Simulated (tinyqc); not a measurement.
From one set of inputs to another, one input at a time: carrier lifetime from Shockley-Read-Hall, radiative, Auger and surface recombination. Computed by tinyqc, a small Python program. Command: `OMP_NUM_THREADS=1 python tinyqc.py 3004388 3004389 out.jsonl lifetime ladder`. One thread of a shared host (Intel(R) Xeon(R) Processor @ 2.30GHz), about 0.02 s of CPU time with the checks.

Energies are counted from the top of the valence band. Boltzmann statistics, full ionisation, and equal excess densities of electrons and holes.

The inputs printed are set A. Inputs not listed in the table keep their values of set A, so the rows need not describe a real material.

Inputs (values chosen for the exercise, with bands modelled on GaP):
```
quantity                          value        unit
gap E_g                            2.26          eV
electron mass m_e                  0.49         m_0
valleys M_c                           3           -
hole mass m_h                     0.774         m_0
temperature T                       300           K
doping N                        1.3e+14       cm^-3
trap level E_t                     1.05          eV
trap density N_t                3.5e+13       cm^-3
electron cross-section sigma_n  2.1e-15        cm^2
hole cross-section sigma_p      3.5e-17        cm^2
radiative coefficient B         5.2e-15      cm^3/s
Auger coefficient C_n           3.9e-30      cm^6/s
Auger coefficient C_p             2e-31      cm^6/s
excess density dn               7.1e+12       cm^-3
generation rate G               1.6e+18  cm^-3 s^-1
diffusion coefficient D             2.6      cm^2/s
surface velocity S                  550        cm/s
thickness W                          41  micrometre
```

Doping: n-type. Surface term: two equal surfaces.

Constants: m_0 = 9.1093837015e-31 kg; k_B = 1.380649e-23 J/K; h = 6.62607015e-34 J s; k_B = 8.617333262e-05 eV/K.

Method:
- N_c = 2 M_c (2 pi m_e k_B T/h^2)^(3/2) and N_v = 2 (2 pi m_h k_B T/h^2)^(3/2), masses in units of m_0.
- n_i = sqrt(N_c N_v) exp(-E_g/2 k_B T); majority density N/2 + sqrt(N^2/4 + n_i^2), minority density n_i^2 over it.
- v = sqrt(3 k_B T/m) with m_e or m_h; tau_n0 = 1/(sigma_n v_n N_t), tau_p0 = 1/(sigma_p v_p N_t); n1 = N_c exp(-(E_g - E_t)/k_B T), p1 = N_v exp(-E_t/k_B T).
- The slowest diffusion mode has x tan x = S W/(2 D) with 0 < x < pi/2 (bisection), and tau_s = W^2/(4 x^2 D). The common approximation is W/(2 S) + W^2/(pi^2 D).
- With n = n_0 + dn, p = p_0 + dn and U/dn = 1/tau: (n p - n_i^2)/dn = n_0 + p_0 + dn = s; 1/tau_SRH = s/[tau_p0 (n + n1) + tau_n0 (p + p1)]; 1/tau_rad = B s; 1/tau_Aug = (C_n n + C_p p) s; the rates add, with 1/tau_s.
- Radiative efficiency = tau_eff/tau_rad; effective diffusion length = sqrt(D tau_eff).
- dn solves dn/tau_eff(dn) = G (60 bisections in ln dn between 1e-2 and 1e22 cm^-3); the splitting of the quasi-Fermi levels is k_B T ln(n p/n_i^2).

Each row keeps all changes above it; columns: (1) input moved; (2) from; (3) to; (4) radiative efficiency at dn; (5) steady excess density (cm^-3); (6) effective diffusion length at dn (micrometre):
```
(1)                                        (2)      (3)        (4)        (5)    (6)
set A                                        -        -  2.853e-06  6.403e+12  32.26
temperature T (K)                          300      400  2.825e-06  6.339e+12  32.10
radiative coefficient B (cm^3/s)       5.2e-15  4.3e-10  1.893e-01  5.153e+12  28.90
generation rate G (cm^-3 s^-1)         1.6e+18  4.1e+23  1.893e-01  3.052e+16  28.90
electron cross-section sigma_n (cm^2)  2.1e-15  1.7e-17  1.902e-01  3.053e+16  28.97
surface velocity S (cm/s)                  550     3900  6.105e-02  2.979e+16  16.41
Auger coefficient C_p (cm^6/s)           2e-31  6.8e-32  6.105e-02  2.979e+16  16.41
hole cross-section sigma_p (cm^2)      3.5e-17  1.2e-14  5.072e-02  2.978e+16  14.96
```

Radiative efficiency at dn goes from 2.85e-6 to 0.0507, a factor 17800 in all. The largest single move comes from radiative coefficient B (a factor 67000), and surface velocity S works against it (a factor 0.321). Steady excess density goes from 6.40e12 to 2.98e16, a factor 4650 in all. The largest single move comes from generation rate G (a factor 5920). Effective diffusion length at dn goes from 32.3 to 15.0, a factor 0.464 in all. The largest single move comes from surface velocity S (a factor 0.566). The single moves hold for this order of the switches; the total does not depend on the order.

Caution (all rows): the trap density is not small against the doping, so trapped charge breaks the equality of the excess densities. Caution (rows radiative coefficient B, generation rate G, electron cross-section sigma_n, surface velocity S, Auger coefficient C_p, hole cross-section sigma_p): B does not suit these bands: it is usually near 1e-10 cm^3/s for a direct gap and 1e-14 for an indirect one.

Extremes, crossings and ranges named in words are read from the listed rows.
